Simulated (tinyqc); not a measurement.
Keating valence-force model of a tetrahedral crystal: one step, computed by the program tinyqc.

Atom A sits at 0 and atom B at a/4 (1,1,1) of an fcc lattice; the four bonds from A are t = a/4 (1,1,1), a/4 (1,-1,-1), a/4 (-1,1,-1), a/4 (-1,-1,1), of length d = sqrt(3) a/4. Energy: E = (3 alpha/(8 d^2)) sum over bonds (r.r - d^2)^2 + (3 beta/(8 d^2)) sum over pairs of bonds at one atom (r_i.r_j + d^2/3)^2, with beta_A for the six pairs at A and beta_B for the six at B. The cell holds two atoms, Omega = a^3/4. 1 N/m = 1 J/m^2. With constants fitted to the elastic moduli this model puts optical and zone-boundary frequencies of real crystals too high, by up to about 20 % in elemental crystals and up to about 50 % in compounds, and mostly by more for TA modes; in compounds the lattice part of the static dielectric constant then comes out too low.

Problem. Frequencies at q. Diagonalise the Hermitian matrix D. An eigenvalue lambda of D in eV/(angstrom^2 u) gives nu = 15.6333042 THz x sqrt(lambda). The weight on A is the sum of |e|^2 over the three components of atom A.

Structure: zinc blende.

D(q) (eV/(angstrom^2 u)):
```
                    A x                 A y                 A z                 B x
A x            0.392648            0.003809  0.000000+0.021822i           -0.120182
A y            0.003809            0.346586  0.000000+0.001792i            0.214796
A z  0.000000-0.021822i  0.000000-0.001792i            0.356542  0.000000-0.037488i
B x           -0.120182            0.214796  0.000000+0.037488i            1.954408
B y            0.214796           -0.120182  0.000000+0.456464i            0.018957
B z  0.000000+0.037488i  0.000000+0.456464i           -0.120182  0.000000+0.108620i

                    B y                 B z
A x            0.214796  0.000000-0.037488i
A y           -0.120182  0.000000-0.456464i
A z  0.000000-0.456464i           -0.120182
B x            0.018957  0.000000-0.108620i
B y            1.725135  0.000000-0.008921i
B z  0.000000+0.008921i            1.774691
```

Constants: nu for 1 eV/(angstrom^2 u) = 15.6333042 THz.

Give: frequencies; weights on atom A.

Solution.

frequencies (THz): 6.66  7.01  9.46  20.87  21.57  22.74

weights on atom A: 0.9065  0.9043  0.9916  0.0279  0.1053  0.0644
